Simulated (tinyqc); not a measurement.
Capacitance measurement on a leaky thin oxide: effects of series resistance and leakage: two steps of the calculation.

The device is a capacitance C in parallel with a leakage conductance G, in series with Rs and Ls. An impedance meter reports either a parallel pair (Cp, Gp) from Y = 1/Z = Gp + i w Cp or a series pair (Cs, Rm) from Z = Rm + 1/(i w Cs); w = 2 pi f, dissipation D = Gp/(w |Cp|).

Parameters, values chosen for the exercise; values of the order met in thin-oxide MOS capacitors: relative permittivity of the gate insulator (close to aluminium oxide) eox = 9.19; insulator thickness tox = 4.5 nm; gate area A = 400 um^2; oxide-equivalent thickness added by the accumulation layer zc = 0.36 nm; oxide-equivalent thickness added by gate depletion zp = 0.16 nm; gate leakage current density, not matched to the thickness Jg = 0.44 A/cm^2; voltage for an e-fold rise of the leakage Vs = 0.21 V; series resistance Rs = 11 ohm; series inductance Ls = 0 nH; measuring frequency f = 1e5 Hz.

Constants: eps0 = 8.8541878128e-14 F/cm where lengths are in cm. Results are converted to the units shown.

Task 1. True capacitance and conductance. EOT = 3.9 tox/eox; CET = EOT + zc + zp; C = 3.9 eps0 A/CET; G = Jg A/Vs.

Wanted: EOT; CET; C; G.

Result 1.

EOT = 1.9097 nm
CET = 2.4297 nm
C = 5.6849 pF
G = 8.3810 uS

Task 2. What the meter reports. Z = Rs + i w Ls + 1/(G + i w C).

C = 5.6849082 pF
G = 8.3809524 uS

Find: Z; Cp; Gp; Cs; D.

Result 2.

Z = (1.0099-0.4304i) x 1e5 ohm
Cp = 5.6839 pF
Gp = 8.3803 uS
Cs = 36.982 pF
D = 2.3466

Cp is 0.018 % below C and Cs is 6.51 times it; G Rs = 9.22e-5, w C Rs = 3.93e-5 and G/(w C) = 2.35.

tinyqc, about 0.01 s, one thread, Intel Xeon 2.30GHz (shared host): `OMP_NUM_THREADS=1 python tinyqc.py 2022041 2022042 out.jsonl`
